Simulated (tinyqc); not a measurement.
Millisecond and nanosecond annealing: surface heating, thermal budget and solid-phase regrowth: one step, computed by the program tinyqc.

A square pulse heats the surface of a thick wafer with constant thermal properties; losses by radiation are neglected and silicon melts at 1414 C.

Task: Peak temperature. Absorbed flux q = (1 - R) fluence/t_p; kappa = k/c. With f(z, t) = (2 q/k) sqrt(kappa t) ierfc(z/(2 sqrt(kappa t))), ierfc(x) = exp(-x^2)/sqrt(pi) - x erfc(x): T = T0 + f(z, t) during the pulse and T0 + f(z, t) - f(z, t - t_p) after it. At the surface the rise at the end of the pulse is 2 q sqrt(t_p/(pi k c)); the fluence that just melts the surface scales with (1414 - T0).

Inputs (values chosen for the exercise, modelled on hot silicon with arsenic):

| quantity | value | unit |
|---|---|---|
| incident fluence | 32.4 | J/cm^2 |
| pulse length t_p | 0.002 | s |
| reflectance R | 0.39 | - |
| thermal conductivity k | 0.27 | W/(cm K) |
| heat capacity per volume c | 2.16 | J/(cm^3 K) |
| preheat temperature T0 | 600 | C |

Source: flash lamp.

Give: absorbed flux q; kappa; thermal length sqrt(kappa t_p); peak temperature; fluence at the melting threshold.

Result:

absorbed flux q = 9882 W/cm^2

kappa = 0.125 cm^2/s

thermal length sqrt(kappa t_p) = 158.1 um

peak temperature = 1253 C

fluence at the melting threshold = 40.39 J/cm^2
